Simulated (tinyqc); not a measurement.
# Permittivity and interface capacitance from two thicknesses

Problem. 1/C = t/(eps0 ek) + 2/ci for planar capacitors that differ only in thickness. Find ek, ci and the EOT of the interfaces, 2 x 3.9 eps0/ci.

Constants: eps0 = 8.8541878128e-14 F/cm where lengths are in cm. Results are converted to the units shown.

C at t = 2.9 and 8.6 nm (uF/cm^2): 2.9230125  0.98950102

Solution. 1/C is a straight line in t: the slope gives ek and the intercept 2/ci. A single thickness would give only the effective permittivity; when the interfaces are a small part of 1/C, ci needs very accurate data.

ek = 9.63
ci = 1.00e3 uF/cm^2
EOT of the interfaces = 0.00691 nm

Computed by the program tinyqc: `OMP_NUM_THREADS=1 python tinyqc.py 2102090 2102091 out.jsonl`, one thread of a shared Intel Xeon 2.30GHz, about 0.01 s for the whole run.
